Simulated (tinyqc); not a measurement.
Finite-size error of a charged defect in a periodic cell: Madelung and Makov-Payne terms. Inputs raised by 5 %, one at a time. Computed by tinyqc, a small Python program. Command: `OMP_NUM_THREADS=1 python tinyqc.py 3023674 3023675 out.jsonl imagecharge sens`. One thread of a shared host (Intel(R) Xeon(R) Processor @ 2.30GHz), about 0.1 s of CPU time with the checks.

L is the cube root of the cell volume. The defect charge is a Gaussian, rho(r) = q (2 pi sigma^2)^(-3/2) exp(-r^2/2 sigma^2), repeated periodically in a uniform neutralising background and screened by a continuum. The model cell energy is E(L) = E_0 + [periodic - isolated electrostatic energy].

Inputs (values chosen for the exercise, with screening close to that of GaN):

| quantity | value | unit |
|---|---|---|
| charge q | 1 | e |
| cell length L | 18.8 | angstrom |
| dielectric constant eps | 9.72 | - |
| width sigma of the defect charge | 2.1 | angstrom |
| formation energy of the isolated defect E_0 | 2.1 | eV |

Supercell lattice: sc. Screening: isotropic.

Constants: e^2/(4 pi eps_0) = 14.39964548 eV angstrom.

Method:
- Cell vectors: (1,0,0), (0,1,0), (0,0,1), scaled to volume L^3.
- Ewald sum for a unit point charge: scale each Cartesian component of the cell by 1/sqrt(eps_i), giving R', G' and V'; E = [ (1/2) sum erfc(eta R')/R' + (2 pi/V') sum exp(-G'^2/4 eta^2)/G'^2 - eta/sqrt(pi) - pi/(2 V' eta^2) ] e^2/(4 pi eps_0) / sqrt(eps_x eps_y eps_z), over n_i = -6..6, omitting n = (0,0,0), eta = 2/V'^(1/3). alpha = -2 E eps_g L/(e^2/(4 pi eps_0)), eps_g = (eps_x eps_y eps_z)^(1/3).
- Periodic energy of the Gaussian: (2 pi q^2/V) sum_(G != 0) exp(-sigma^2 G^2)/(G.eps.G) x e^2/(4 pi eps_0), n_i = -k..k with k = max(9, L/sigma rounded up). Isolated energy: q^2/(2 sqrt(pi) sigma) <1/(n.eps.n)> e^2/(4 pi eps_0), the mean over directions n, here 1/eps.
- Second radial moment Q = q <r^2> = 3 q sigma^2; E(corrected) = E(L) + q^2 alpha e^2/(4 pi eps_0)/(2 eps L) - 2 pi q Q e^2/(4 pi eps_0)/(3 eps L^3). Errors left are the corrected energies less E_0.

Runs:

| input moved | from | to | point-charge correction -q^2 E (eV) | Madelung constant alpha | isolated energy (eV) | error left after the first term (eV) |
|---|---|---|---|---|---|---|
| base run | - | - | 0.1118 | 2.837 | 0.1990 | 0.006178 |
| cell length L (angstrom) | 18.8 | 19.74 | 0.1065 | 2.837 | 0.1990 | 0.005337 |
| dielectric constant eps | 9.72 | 10.206 | 0.1065 | 2.837 | 0.1895 | 0.005884 |
| width sigma of the defect charge (angstrom) | 2.1 | 2.205 | 0.1118 | 2.837 | 0.1895 | 0.006811 |

Exponents ln(y'/y) / ln(x'/x):

| input | point-charge correction -q^2 E | Madelung constant alpha | isolated energy | error left after the first term |
|---|---|---|---|---|
| cell length L | -1 | 0 | 0 | -3 |
| dielectric constant eps | -1 | 0 | -1 | -1 |
| width sigma of the defect charge | 0 | 0 | -1 | 2 |

Which inputs matter most for each result?

Among the inputs moved here: point-charge correction -q^2 E answers most in size to cell length L (exponent -1.000), and about equally to dielectric constant eps (-1.000); its exponent is below 0.0005 for width sigma of the defect charge. Its exponent -1.000 in cell length L: the Madelung term goes as 1/L. Its exponent -1.000 in dielectric constant eps: isotropic screening divides every term by eps. Madelung constant alpha hardly depends on these (all exponents below 0.005). Isolated energy answers most in size to dielectric constant eps (exponent -1.000), and about equally to width sigma of the defect charge (-1.000); its exponent is below 0.0005 for cell length L. Its exponent -1.000 in width sigma of the defect charge: the self-energy goes as 1/sigma. Error left after the first term answers most in size to cell length L (exponent -3.000), next to width sigma of the defect charge (+2.000). Its exponent -3.000 in cell length L: the third-order term goes as 1/L^3. Its exponent +2.000 in width sigma of the defect charge: the third-order term goes as sigma^2.
